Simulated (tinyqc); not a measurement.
# Vacuum evaporation: vapour pressure, source flux, thickness distribution, purity and step coverage, step by step

A worked calculation. Computed by tinyqc, a small Python program that keeps every step. Command: `OMP_NUM_THREADS=1 python tinyqc.py 3113413 3113414 out.jsonl evap walk`. One thread of a shared host (Intel(R) Xeon(R) Processor @ 2.30GHz), about 0.01 s of CPU time with the checks. Intermediate numbers are printed to about 5 digits and carried at full precision; extremes and crossings named in words are read from the listed rows.

Molecular flow, unit sticking of the metal, no re-evaporation. The background gas is taken as water vapour (18.015 g/mol, collision diameter 0.37 nm) at 300 K.

Inputs (values chosen for the exercise, modelled on nickel, with constants for the liquid):
```
quantity                         value    unit
molar mass M                     58.69   g/mol
film density rho                   8.9  g/cm^3
vapour-pressure constant A       11.62       -
vapour-pressure constant B       20790       K
source temperature T              1940       K
source area                        3.8    cm^2
directionality n                     1       -
source-to-wafer distance h          22      cm
wafer radius R                       5      cm
source offset from the axis s/h   0.72       -
background pressure p            4e-07      Pa
sticking of background gas         0.2       -
aspect ratio of a trench           3.9       -
```

Constants: u = 1.6605390666e-27 kg; k_B = 1.380649e-23 J/K; R = 8.314462618 J/(mol K).

## Vapour pressure and flux

log10(p_v/Pa) = A - B/T; flux from the surface Phi = p_v/sqrt(2 pi m k_B T), m = M u. Mass loss = Phi x area x m; heat of evaporation = ln(10) R B; d ln Phi/dT = ln(10) B/T^2 - 1/(2 T).

vapour pressure p_v = 8.0077 Pa

flux Phi = 6.2527e+18 1/(cm^2 s)

mass loss = 8.3361 g/h

heat of evaporation = 398.02 kJ/mol

change of flux per kelvin = 1.2462 %/K

Holding the rate to 1 % needs the temperature to about 0.80 K.

## Rate and uniformity on a fixed wafer above the source

A small source emits (n + 1) Phi area cos^n(phi)/(2 pi) per solid angle; on a parallel plane at height h and lateral distance l the arrival rate is (n + 1) Phi area/(2 pi h^2) x (1 + (l/h)^2)^(-(n + 3)/2). Growth rate = arrival rate x m/rho, m = M u. The wafer is fixed and centred above the source.

arrival rate at the centre = 1.5626e+16 1/(cm^2 s)

growth rate at the centre = 1.7111 nm/s

edge over centre = 0.90418

non-uniformity (max - min)/(max + min) = 5.0321 %

share of the material that lands on the wafer, 1 - (1 + (R/h)^2)^(-(n + 1)/2) = 4.9116 %

## Offset source and rotation

Rotating wafer, source offset by s and facing upwards: thickness at radius r is the mean over the angle a of (1 + (r^2 + s^2 - 2 r s cos a)/h^2)^(-(n + 3)/2), by 360 equal steps; non-uniformity (max - min)/(max + min) over 21 radii from 0 to R.

centre thickness relative to an axial source = 0.43374

edge over centre, rotating = 0.99973

non-uniformity, rotating = 0.031005 %

## Choosing the offset

The curvature at the centre vanishes at s/h = sqrt(2/(n + 3)).

Against the offset:
```
s/h  centre thickness  edge over centre  non-uniformity (%)
0.0            1.0000            0.9042              5.0321
0.2            0.9246            0.9171              4.3226
0.4            0.7432            0.9484              2.6478
0.5            0.6400            0.9660              1.7269
0.6            0.5407            0.9827              0.8747
0.7            0.4504            0.9971              0.1431
0.8            0.3718            1.0090              0.4472
0.9            0.3052            1.0181              0.8982
1.1            0.2047            1.0294              1.4478
```

The best row, s/h = 0.7, has 0.14 % against 5.0 % on the axis, at the price of a rate lower by a factor 2.22; the small-wafer optimum is sqrt(2/(n + 3)) = 0.71.

## Scattering and purity

Mean free path lambda = k_B T_g/(sqrt2 pi d^2 p); unscattered share exp(-h/lambda); gas arrival p/sqrt(2 pi m_g k_B T_g); impurity ratio = sticking x gas arrival/metal arrival; monolayer time = 1e15 cm^-2/(sticking x gas arrival).

mean free path = 17025 m

unscattered share = 0.99999

gas arrival rate = 1.4336e+12 1/(cm^2 s)

impurity ratio = 1.8349e-05

monolayer time = 3487.7 s

## A trench at the wafer edge

Fixed wafer, axial point source, trench running tangentially at r = R: the beam arrives at tan(a) = R/h. Shadowed share of the floor = aspect ratio x tan(a) (at most 1); the wall facing the source grows at tan(a) times the field rate, the other wall not at all.

angle a = 12.804 degrees

shadowed share of the floor = 0.88636

wall over field thickness = 0.22727

Checks made by the program: share on the wafer by quadrature (relative difference 3e-09).
